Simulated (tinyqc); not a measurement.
# Gate-all-around wire with two subbands, quantum capacitance: two studies

phi is the Fermi level above the lowest subband edge, in volts; Vg is counted from the gate voltage at which an empty wire would have phi = 0. Both directions of motion are filled (equilibrium).

Values chosen for this exercise: temperature T = 150 K; relative permittivity of the gate insulator (close to aluminium oxide) eox = 8.96; insulator thickness tox = 22 nm; mass along the wire md = 0.028 m0; valley degeneracy gv = 4; second subband above the first E2 = 0.11 eV; orbital degeneracy of the second subband g2 = 1; radius of the wire rw = 4.9 nm; gate voltage Vg = 1.18 V.

Constants: q = 1.602176634e-19 C, kB = 1.380649e-23 J/K, hbar = 1.054571817e-34 J s, m0 = 9.1093837015e-31 kg, Vt = kB T/q, eps0 = 8.8541878128e-14 F/cm where lengths are in cm. Results are converted to the units shown.

Each table varies one quantity; the others keep the values above.

## Effect of the gate voltage

N1 = gv sqrt(2 md m0 kB T/(pi hbar^2)); n1 = N1 F(phi/Vt), n2 = g2 N1 F((phi - E2)/Vt), n = n1 + n2, F(e) = (1/sqrt(pi)) int_0^infinity u^(-1/2) du/(1 + exp(u - e)); Cq = q dn/dphi = (q N1/Vt) [F'(phi/Vt) + g2 F'((phi - E2)/Vt)]. Cox = 2 pi eps0 eox/ln(1 + tox/rw) per length; Vg = phi + q n/Cox. 1/C_G = 1/Cox + 1/(Cq); dphi/dVg = Cox/(Cox + Cq).

The same in every row: Cox (pF/cm) = 2.9272.

Effect of the gate voltage:
```
Vg (V)    phi (V)  n (cm^-1)  Cq (pF/cm)  C_G (pF/cm)  dphi/dVg  share of the second band (%)
-0.2     -0.20000    0.41949   5.1995e-6    5.1995e-6    1.0000                      0.020141
0       -0.020947   3.8270e5      4.1824       1.7220   0.41173                      0.022901
0.2      0.025380   3.1903e6      11.492       2.3329   0.20301                      0.098847
0.4      0.073646   5.9625e6      8.2821       2.1628   0.26114                        2.1258
0.6       0.11358   8.8868e6      16.448       2.4849   0.15108                        17.685
0.8       0.14359   1.1993e7      15.119       2.4524   0.16221                        31.262
1         0.18069   1.4969e7      11.085       2.3157   0.20891                        38.141
1.2       0.22650   1.7786e7      8.9056       2.2031   0.24738                        41.666
1.4       0.27912   2.0478e7      7.6043       2.1136   0.27794                        43.731
1.6       0.33739   2.3068e7      6.6988       2.0371   0.30409                        45.065
```

What does the comparison show?

As Vg goes from -0.2 to 1.6, Cq moves up and down between 5.20e-6 and 16.4 pF/cm, C_G/Cox moves up and down between 1.78e-6 and 0.849 and n rises from 0.419 to 2.31e7 cm^-1. Cq is below Cox for Vg = -0.2; there the density of states limits the response dn/dVg more than the insulator does. The peak of Cq mirrors the inverse-square-root peak of the density of states at a subband edge. For Vg = 1.6 phi exceeds 0.3 V, where non-parabolicity and further bands matter for so light a mass.

## Effect of the mass along the wire

Same model as above.

The same in every row: Cox (pF/cm) = 2.927.

Effect of the mass along the wire:
```
md (m0)  phi (V)  n (cm^-1)  Cq (pF/cm)  C_G (pF/cm)  dphi/dVg  share of the second band (%)
0.02      0.2648    1.672e7       6.673        2.035    0.3049                         43.28
0.034     0.2002    1.790e7       10.96        2.310    0.2108                         39.98
0.057     0.1562    1.871e7       19.14        2.539    0.1327                         34.39
0.097     0.1272    1.923e7       31.80        2.680   0.08430                         25.00
0.16      0.1066    1.961e7       35.67        2.705   0.07584                         13.68
0.28     0.08091    2.008e7       28.14        2.651   0.09421                         3.398
0.47     0.05515    2.055e7       34.63        2.699   0.07795                        0.6233
0.8      0.03599    2.090e7       54.72        2.779   0.05078                        0.1830
```

As md goes from 0.02 to 0.8, Cq moves up and down between 6.67 and 54.7 pF/cm, C_G/Cox moves up and down between 0.695 and 0.949 and n rises from 1.67e7 to 2.09e7 cm^-1. Cq exceeds Cox in every row, so the insulator is the tighter limit, though Cq still cuts C_G by up to 30 %.

tinyqc, about 0.01 s, one thread, Intel Xeon 2.30GHz (shared host): `OMP_NUM_THREADS=1 python tinyqc.py 2200068 2200069 out.jsonl`
